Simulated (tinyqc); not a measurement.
## Permittivity and interface capacitance from two thicknesses

Inverse problem. 1/C = t/(eps0 ek) + 2/ci for planar capacitors that differ only in thickness. Find ek, ci and the EOT of the interfaces, 2 x 3.9 eps0/ci.

Constants: eps0 = 8.8541878128e-14 F/cm where lengths are in cm. Results are converted to the units shown.

C at t = 4.3 and 13 nm (uF/cm^2): [4.1531040, 1.4110705]

Answer. 1/C is a straight line in t: the slope gives ek and the intercept 2/ci. A single thickness would give only the effective permittivity; when the interfaces are a small part of 1/C, ci needs very accurate data.

ek = 21.00
ci = 210.0 uF/cm^2
EOT of the interfaces = 0.03289 nm

tinyqc, about 0.01 s, one thread, Intel Xeon 2.30GHz (shared host): `OMP_NUM_THREADS=1 python tinyqc.py 2102057 2102058 out.jsonl`
